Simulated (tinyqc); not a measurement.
Inside a calculation. Model: heat flow across a film from the phonon Boltzmann equation in the relaxation-time approximation. Computed by tinyqc, a small Python program that keeps every step. Command: `OMP_NUM_THREADS=1 python tinyqc.py 3007212 3007213 out.jsonl slabbte walk`. One thread of a shared host (Intel(R) Xeon(R) Processor @ 2.30GHz), about 0.01 s of CPU time with the checks. Intermediate numbers are printed to about 6 digits and carried at full precision; extremes and crossings named in words are read from the listed rows.

Two black walls, hot at x = 0 and cold at x = L, emit phonons isotropically. For one free path Lambda, with tau = x/Lambda, tau_L = L/Lambda and phi = (T - T_cold)/Delta T, energy balance gives phi(tau) = (1/2) [E2(tau) + int_0^tau_L phi(s) E1(|tau - s|) ds]; E_n are the exponential integrals. The flux over the ballistic flux C v Delta T/4 is psi = 1 - 2 int_0^tau_L phi(s) E2(s) ds, and kappa_eff/kappa = (3/4) tau_L psi. kappa = C v Lambda/3 is an input, so at fixed kappa a longer free path means a smaller C v.

Inputs (values chosen for the exercise, modelled on gallium oxide):
```
quantity,value,unit
bulk conductivity kappa,22.9,W/(m K)
film thickness L,90,nm
wall temperature difference Delta T,1.2,K
free path Lambda_1,30,nm
cells n in the small system,5,-
```

Free-path groups: one.

## The small linear system for Lambda_1

Cut the film into n equal cells with constant phi, collocated at the centres c_i: the kernel integrates to A_ij = |E2(|c_i - e_j|) - E2(|c_i - e_(j+1)|)|/2 for cell edges e_j, and A_ii = 1 - E2(half a cell); solve (1 - A) phi = E2(c)/2; psi = 1 - 2 sum_j phi_j [E3(e_j) - E3(e_(j+1))].

optical thickness tau_L = 3

1 - A:
```
,1,2,3,4,5
1,0.469115,-0.148356,-0.049652,-0.020067,-0.008776
2,-0.148356,0.469115,-0.148356,-0.049652,-0.020067
3,-0.049652,-0.148356,0.469115,-0.148356,-0.049652
4,-0.020067,-0.049652,-0.148356,0.469115,-0.148356
5,-0.008776,-0.020067,-0.049652,-0.148356,0.469115
```

right-hand side E2(c)/2: [0.234558, 0.0862021, 0.0365504, 0.0164832, 0.00770723]

flux weights E3(e_j) - E3(e_(j+1)): [0.308449, 0.107616, 0.0452189, 0.0203103, 0.00947474]

## Temperature profile and flux in the small system

In short, (1 - A) phi = b and psi = 1 - 2 sum_j w_j phi_j, with b the right-hand side and w_j the flux weights; the cells divide 0 to tau_L.

phi at the cell centres: [0.773543, 0.634843, 0.500000, 0.365157, 0.226457]

psi, small system = 0.321821

## Fine solution for Lambda_1

Use 150 and 300 cells and extrapolate psi = (4 psi(300) - psi(150))/3. The jump at the hot wall is 1 - phi there (linear extrapolation from the first two of 300 cells). Two-flux (diffusion with slip) formula: psi = 1/(1 + 3 tau_L/4).

psi for Lambda_1 = 0.301645

kappa_eff/kappa for Lambda_1 = 0.678702

jump at the wall / Delta T for Lambda_1 = 0.131197

psi, two-flux formula = 0.307692

The small system misses psi by +6.69 % and the two-flux formula by +2.0 %. Jumps at the walls and the gradient inside share Delta T.

## Conductivity, flux and boundary resistance of the film

Each group is solved on its own with 150 and 300 cells, psi = (4 psi(300) - psi(150))/3, and weighted by its share of kappa. Flux J = kappa_eff Delta T/L; apparent boundary resistance per wall (L/kappa_eff - L/kappa)/2.

kappa_eff = 15.5423 W/(m K)

kappa_eff/kappa = 0.678702

flux J = 0.207230 GW/m^2

apparent resistance per wall = 0.930262 m^2 K/GW

## Exact and approximate size effects

Two-flux: kappa_eff/kappa = sum f_i/(1 + 4 Lambda_i/(3 L)). Matthiessen with the thickness: sum f_i/(1 + Lambda_i/L). Ballistic limit: sum f_i 3 L/(4 Lambda_i).

Kappa_eff/kappa:
```
L (nm),Boltzmann,two-flux,Matthiessen,ballistic limit
0.9,0.0218692,0.0220049,0.0291262,0.0225
3,0.0686777,0.0697674,0.0909091,0.075
7.5,0.153796,0.157895,0.2,0.1875
18,0.300287,0.310345,0.375,0.45
45,0.514486,0.529412,0.6,1.125
120,0.737916,0.75,0.8,3
300,0.875620,0.882353,0.909091,7.5
750,0.946466,0.949367,0.961538,18.75
```

The two-flux formula lies above the Boltzmann result by at most about 3.3 % (at L = 18 nm); the Matthiessen form is high by up to 33 %, since it misses the factor 3/4 of the ballistic limit. The thinnest film reaches 97 % of that limit, and the thickest, 25 Lambda_1, only 95 % of the bulk value. Rows below about 10 nm are near the phonon wavelength, where a particle picture fails.

Checks made by the program: symmetry phi(tau) + phi(tau_L - tau) = 1 (relative difference below 1e-10); thick-film limit psi = 1/(3 tau_L/4 + 1.0657) at tau_L = 20 (relative difference 2e-04).
